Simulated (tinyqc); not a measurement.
Sputter depth profiling of a dopant layer: erosion rate, quantification and the mixing-roughness response: one step, computed by the program tinyqc.

A rastered ion beam erodes silicon (49.94 atoms per nm^3). The measured profile is the true one convolved with a depth response.

Question. Erosion and sensitivity. Scaling chosen for the exercise: yield Y = Y1 E^0.5, mixing length w = w1 E^0.5 (E in keV). Erosion rate = Y I/(e x raster^2 x density); depth step = rate x counting time; concentration = RSF x counts/matrix counts; detection limit = RSF x 3 sqrt(background x time)/(matrix rate x time).

Inputs (values chosen for the exercise, modelled on a dopant in silicon under an oxygen or caesium beam): beam energy E = 0.51 keV; beam current = 340 nA; raster side = 500 um; sputter yield at 1 keV = 0.52; mixing length at 1 keV = 1.9 nm; relative sensitivity factor RSF = 3.6e+20 1/cm^3; matrix count rate = 3.2e+06 1/s; background count rate = 1.3 1/s; counting time per point = 0.5 s.

True profile: delta layer.

Constants: e = 1.602176634e-19 C.

Give: yield Y; mixing length w; erosion rate; depth step; detection limit.

Answer.

yield Y = 0.37135

mixing length w = 1.3569 nm

erosion rate = 0.063120 nm/s

depth step = 0.031560 nm

detection limit = 5.4420e+14 1/cm^3

Caution: with so few background counts Poisson statistics, not 3 sqrt(N), set the true limit.
